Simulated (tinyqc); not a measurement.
Shockley state of an s-p chain by decimation: one step. Bulk bands.

Each site has s at -d/2 and p at +d/2: H0 = diag(-d/2, d/2). The block to the next site on the right is H1 = [[-ts, u], [-u, tp]] (rows s, p of site n; columns s, p of site n + 1). Bulk: H(k) = [[-d/2 - 2 ts cos k, 2i u sin k], [-2i u sin k, d/2 + 2 tp cos k]]. The bands are inverted at k = pi if d < 2 (ts + tp).

Parameters, chosen for this exercise:
```
symbol  value  unit  meaning
d       2.73   eV    Ep - Es
ts      1.49   eV    s-s hopping
tp      1.4    eV    p-p hopping
u       0.44   eV    s-p hopping
```

Task: Levels and s weight of the lower band at k = j pi/6.

Give: Bands.

Result:

Bands:
```
k/pi   lower (eV)  upper (eV)  s weight, lower
0.000     -4.3450      4.1650            1.000
0.167     -3.9707      3.8148            0.997
0.333     -2.9565      2.8665            0.983
0.500     -1.6241      1.6241            0.920
0.667     -0.7213      0.8113            0.448
0.833     -1.1420      1.2979            0.034
1.000     -1.4350      1.6150            0.000
```

The lower band is s-like at k = 0 and p-like at pi: the bands are inverted, and the gap is a hybridisation gap that can hold a Shockley state.

Program tinyqc; command `OMP_NUM_THREADS=1 python tinyqc.py 1450724 1450725 out.jsonl`; about 0.3 s on one thread of a shared Intel(R) Xeon(R) Processor @ 2.30GHz.
